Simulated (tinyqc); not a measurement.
Optical gain and spontaneous emission in a bulk direct-gap semiconductor: one step. Quasi-Fermi levels. Four cases, with inputs chosen for the exercise.

Problem. Solve for Fc and Fv.

F_j(eta) = (1/Gamma(j + 1)) integral_0^infinity x^j dx/(1 + exp(x - eta)), which tends to exp(eta) for eta << 0.

Quasi-Fermi levels: n = Nc F_1/2(Fc/kT) and p = Nv F_1/2(Fv/kT), Fc counted up from the conduction edge and Fv down from the valence edge; Nc, Nv from N = 2 (m kB T/(4 pi c))^(3/2) with c = hbar^2/2m0, in 1/angstrom^3; times 1e24 for 1/cm^3, with me and (mhh^(3/2) + mlh^(3/2))^(2/3).

Constants: hbar^2/2m0 = 3.80998211 eV angstrom^2; kB = 8.617333262e-05 eV/K.

Case 1.

Values chosen (near those of GaAs; not measured data):
- me = 0.0676 m0 (electron mass)
- mhh = 0.522 m0 (heavy-hole mass)
- mlh = 0.0851 m0 (light-hole mass)
- n = 3.9e+18 1/cm^3 (injected density, n = p)
- T = 350 K

Case 2.

Values chosen (near those of GaN; not measured data):
- me = 0.2003 m0 (electron mass)
- mhh = 1.395 m0 (heavy-hole mass)
- mlh = 0.2931 m0 (light-hole mass)
- n = 9.8e+18 1/cm^3 (injected density, n = p)
- T = 300 K

Case 3.

Values chosen (near those of InGaAs; not measured data):
- me = 0.0402 m0 (electron mass)
- mhh = 0.451 m0 (heavy-hole mass)
- mlh = 0.0507 m0 (light-hole mass)
- n = 4e+17 1/cm^3 (injected density, n = p)
- T = 200 K

Case 4.

Values chosen (near those of InP; not measured data):
- me = 0.0765 m0 (electron mass)
- mhh = 0.622 m0 (heavy-hole mass)
- mlh = 0.0857 m0 (light-hole mass)
- n = 1.1e+18 1/cm^3 (injected density, n = p)
- T = 350 K

Give: kT; Nc; Nv; Fc; Fv; Fc + Fv.

Solution.

Case 1.

kT = 0.030161 eV
Nc = 5.558e+17 1/cm^3
Nv = 1.271e+19 1/cm^3
Fc = 0.1275 eV
Fv = -0.0324 eV
Fc + Fv = 0.0951 eV

The separation of the quasi-Fermi levels exceeds the gap, so photons between Eg and Eg + (Fc + Fv) see gain. The quasi-Fermi level of the electrons lies inside the band, that of the holes in the gap.

Case 2.

kT = 0.025852 eV
Nc = 2.250e+18 1/cm^3
Nv = 4.533e+19 1/cm^3
Fc = 0.0757 eV
Fv = -0.0376 eV
Fc + Fv = 0.0381 eV

The separation of the quasi-Fermi levels exceeds the gap, so photons between Eg and Eg + (Fc + Fv) see gain. The quasi-Fermi level of the electrons lies inside the band, that of the holes in the gap.

Case 3.

kT = 0.017235 eV
Nc = 1.101e+17 1/cm^3
Nv = 4.293e+18 1/cm^3
Fc = 0.0434 eV
Fv = -0.0403 eV
Fc + Fv = 0.0030 eV

The separation of the quasi-Fermi levels exceeds the gap, so photons between Eg and Eg + (Fc + Fv) see gain. The quasi-Fermi level of the electrons lies inside the band, that of the holes in the gap.

Case 4.

kT = 0.030161 eV
Nc = 6.691e+17 1/cm^3
Nv = 1.631e+19 1/cm^3
Fc = 0.0321 eV
Fv = -0.0806 eV
Fc + Fv = -0.0485 eV

The separation of the quasi-Fermi levels is below the gap, so there is no gain at any energy. The quasi-Fermi level of the electrons lies inside the band, that of the holes in the gap.

Computed by tinyqc, one run a case: `OMP_NUM_THREADS=1 python tinyqc.py N N+1 out.jsonl` with N = 1681994, 1682006, 1682052, 1682130; one thread of a shared Intel(R) Xeon(R) Processor @ 2.30GHz, about 0.09 s a run at most.
